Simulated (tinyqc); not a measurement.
Inverter chain driving a load.

N inverters, each f = Hc^(1/N) times larger than the one before: delay tau N (f + pp). Switched capacitance in units of the first input, with output capacitance pp times the input: Hc + (1 + pp)(Hc - 1)/(f - 1).

Values chosen for this exercise:
- Hc = 710 (load over the input capacitance of the chain)
- pp = 0.6 (parasitic delay of an inverter)
- tau = 2.7 ps (delay unit)

Inverter chain driving a load:

| N | f | delay (ps) | switched capacitance |
|---|---|---|---|
| 3 | 8.9211 | 77.121 | 853.21 |
| 4 | 5.1620 | 62.229 | 982.56 |
| 5 | 3.7175 | 58.286 | 1127.4 |
| 6 | 2.9868 | 58.107 | 1281.0 |
| 7 | 2.5546 | 59.622 | 1439.7 |
| 8 | 2.2720 | 62.035 | 1601.8 |
| 9 | 2.0740 | 64.978 | 1766.2 |
| 10 | 1.9281 | 68.258 | 1932.3 |

The delay goes from 77.1 through a minimum of 58.1 (at N = 6 among the rows listed) to 68.3 ps. The best stage effort solves pp + rho (1 - ln rho) = 0, rho = 3.27, which gives N = ln Hc/ln rho = 5.55. One stage fewer than the best costs 0.31 % in delay and saves 12 % of the switched capacitance.

tinyqc, about 0.01 s, one thread, Intel Xeon 2.30GHz (shared host): `OMP_NUM_THREADS=1 python tinyqc.py 2082030 2082031 out.jsonl`
